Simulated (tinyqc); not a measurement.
Inside a calculation. Method: MP2 on RHF in the sto-6g basis, for H6, spin multiplicity 1. One step of it, computed by the program tinyqc.

Problem. Iteration 6 (converged): orbitals. Diagonalise F' = X^T F X, C = X C', fill 3 alpha and 3 beta electrons from the bottom; D = 2 C_occ C_occ^T. Each column has its largest component positive (the first on a tie).

converged F (hartree), lower triangle:
```
           1H 1s      2H 1s      3H 1s      4H 1s      5H 1s      6H 1s
1H 1s  -0.300527
2H 1s  -0.533446  -0.328354
3H 1s  -0.089757  -0.219303  -0.330361
4H 1s  -0.009612  -0.089470  -0.536166  -0.330361
5H 1s   0.000039  -0.006959  -0.089470  -0.219303  -0.328354
6H 1s  -0.001917   0.000039  -0.009612  -0.089757  -0.533446  -0.300527
```

X, lower triangle:
```
           1H 1s      2H 1s      3H 1s      4H 1s      5H 1s     6H 1s
1H 1s   1.164995
2H 1s  -0.375474   1.207419
3H 1s   0.043720  -0.192007   1.211299
4H 1s  -0.012812   0.045173  -0.388241   1.211299
5H 1s   0.001728  -0.005345   0.045173  -0.192007   1.207419
6H 1s  -0.000536   0.001728  -0.012812   0.043720  -0.375474  1.164995
```

Give: F' = X^T F X; orbital energies; coefficients C; D after iteration 6.

Solution.

F' = X^T F X (hartree), lower triangle:
```
         1        2        3        4        5       6
1   0.0099
2  -0.5482   0.0384
3   0.0533  -0.2181   0.0429
4  -0.0062   0.0552  -0.5630   0.0429
5   0.0029  -0.0064   0.0552  -0.2181   0.0384
6  -0.0034   0.0029  -0.0062   0.0533  -0.5482  0.0099
```

orbital energies (hartree): MO1 -0.6130, MO2 -0.5422, MO3 -0.4536, MO4 0.3667, MO5 0.5849, MO6 0.8395

coefficients C:
```
          MO1      MO2      MO3      MO4      MO5      MO6
1H 1s  0.2180   0.3851  -0.3585  -0.5838  -0.7565   0.5127
2H 1s  0.2710   0.4028  -0.2903   0.4351   0.8033  -0.6950
3H 1s  0.3791   0.0593   0.4221   0.6524  -0.1676   0.9380
4H 1s  0.3791  -0.0593   0.4221  -0.6524  -0.1676  -0.9380
5H 1s  0.2710  -0.4028  -0.2903  -0.4351   0.8033   0.6950
6H 1s  0.2180  -0.3851  -0.3585   0.5838  -0.7565  -0.5127
```

D after iteration 6, lower triangle:
```
         1H 1s    2H 1s    3H 1s    4H 1s   5H 1s   6H 1s
1H 1s   0.6487
2H 1s   0.6366   0.6400
3H 1s  -0.0916   0.0082   0.6508
4H 1s  -0.1830  -0.0874   0.6367   0.6508
5H 1s   0.0161  -0.0090  -0.0874   0.0082  0.6400
6H 1s   0.0556   0.0161  -0.1830  -0.0916  0.6366  0.6487
```
